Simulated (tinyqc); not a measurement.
# Debye-Callaway model of lattice thermal conductivity, step by step

A worked calculation. Computed by tinyqc, a small Python program that keeps every step. Command: `OMP_NUM_THREADS=1 python tinyqc.py 3031124 3031125 out.jsonl callaway walk`. One thread of a shared host (Intel(R) Xeon(R) Processor @ 2.30GHz), about 0.01 s of CPU time with the checks. Intermediate numbers are printed to about 6 digits and carried at full precision; extremes and crossings named in words are read from the listed rows.

Three acoustic branches with one velocity v, cut at omega_D = k_B Theta/hbar; x = hbar omega/(k_B T). v and Theta are separate inputs: Theta cuts off the heat-carrying modes, so C need not reach 3 k_B/V. gamma is an effective value that sets the umklapp rate. Heat flows along the wire.

Inputs (values chosen for the exercise, modelled on magnesium oxide): sound velocity v = 6560 m/s; Debye temperature Theta = 748 K; volume per atom V = 9.34 angstrom^3; mean atomic mass M = 20.15 u; effective Grueneisen parameter gamma = 4.29; umklapp exponent divisor b = 2; mass variance Gamma = 0.00057; wire diameter D = 0.18 micrometre; specularity p = 0.8; temperature T = 400 K; probe frequency omega/omega_D = 0.18.

Sample: wire. Point defects: isotopes. Normal processes: left out.

Constants: k_B = 1.380649e-23 J/K; hbar = 1.054571817e-34 J s; u = 1.6605390666e-27 kg.

## Mass-fluctuation parameter

Gamma is given directly by the isotope mixture. A = V Gamma/(4 pi v^3).

Gamma = 5.70e-04

Rayleigh coefficient A = 1.50072e-45 s^3

## Scattering rates at one frequency

Rates: point defects A omega^4; umklapp B omega^2 T exp(-Theta/(b T)) with B = hbar gamma^2/(M v^2 Theta). Boundaries: v/Lambda_B with Lambda_B = D (1 + p)/(1 - p). The resistive time is tau_R = 1/(boundary + point-defect + umklapp rates), and the free path is v tau_R.

omega = 1.76271e+13 rad/s

Rates:
```
process         rate (1/s)  rate x tau_R
boundaries     4.04938e+09     0.0439578
point defects  1.44886e+08    0.00157280
umklapp        8.79254e+10      0.954469
```

tau_R = 1.08554e-11 s

free path = 71.2117 nm

The strongest resistive process at this frequency: umklapp, 95 % of the resistive rate.

## The integrand on a coarse grid

x runs in ten equal steps to min(Theta/T, 12); g = x^4 e^x/(e^x - 1)^2; tau_C is the inverse of all rates summed; the last column is c tau_C g with c = (k_B/(2 pi^2 v)) (k_B T/hbar)^3.

Integrand:
```
x            g    tau_C (s)  c tau_C g (W/(m K))
0.187  0.03487  3.20506e-11              17.1122
0.374  0.13826  8.86367e-12              18.7651
0.561  0.30660  4.00955e-12              18.8240
0.748  0.53413  2.26356e-12              18.5136
0.935  0.81323  1.44694e-12              18.0183
1.122  1.13473  1.00112e-12              17.3952
1.309  1.48843  7.31570e-13              16.6738
1.496  1.86348  5.56365e-13              15.8758
1.683  2.24892  4.36160e-13              15.0200
1.870  2.63404  3.50163e-13              14.1235
```

Among these rows the integrand is largest at x = 0.56.

## Thermal conductivity

kappa_1 = c int tau_C g dx, g = x^4 e^x/(e^x - 1)^2, c = (k_B/(2 pi^2 v)) (k_B T/hbar)^3, over 0 < x < min(Theta/T, 40), by 96 Gauss-Legendre points in s with x = x_max s^2; tau_C = tau_R, the inverse of the summed rates, and kappa = kappa_1. Heat capacity C = 3 c int g dx / v^2; grey free path 3 kappa/(C v); the median free path v tau_C halves kappa_1 when the quadrature points are ordered by free path (each counted at half its weight, interpolated in the logarithm); likewise at 10 % and 90 %.

kappa_1 = 30.9777 W/(m K)

kappa = 30.9777 W/(m K)

heat capacity C = 1.96584e+06 J/(m^3 K)

grey free path = 7.20640 nm

median free path = 9.87846 nm

free path at 10 % of kappa_1 = 2.94985 nm

free path at 90 % of kappa_1 = 124.378 nm

The median free path is 1.4 times the grey one. The middle 80 % of kappa_1 spans a factor 42 in free path.

## Leaving out one process at a time

The formulas are those given above.

Conductivity at T:
```
case                   kappa (W/(m K))  ratio to all
all processes                  30.9777             1
without point defects          31.4865       1.01643
without boundaries             33.1427       1.06989
without umklapp                1119.11       36.1263
```

Removing umklapp raises kappa most, by a factor 36.1; removing point defects gives only 1.02.

## Conductivity against temperature

The boundary limit is C v^2/(3 x boundary rate), with C = 3 c int g dx / v^2.

Kappa (W/(m K)):
```
T (K)  all processes  without point defects  boundary limit
7.5         0.647146               0.647492        0.647492
15           5.13787                5.17993         5.17993
26           25.4475                26.9755         26.9756
45           106.046                139.160         139.826
75           265.154                434.835         629.687
130          221.337                267.293         2374.92
220          89.1113                94.0799         4919.60
370          35.2911                35.9604         6776.37
600          16.3846                16.5201         7636.02
970          8.35031                8.38441         8002.67
```

kappa peaks among these rows at 75 K (T/Theta = 0.100) with 265 W/(m K). The exponent d ln kappa/d ln T is 2.99 at the cold end, the T^3 law of boundary scattering, and -1.40 at the hot end. Point defects cost most at 75 K, a factor 1.64.

Checks made by the program: heat capacity against the Debye function (relative difference below 1e-10).
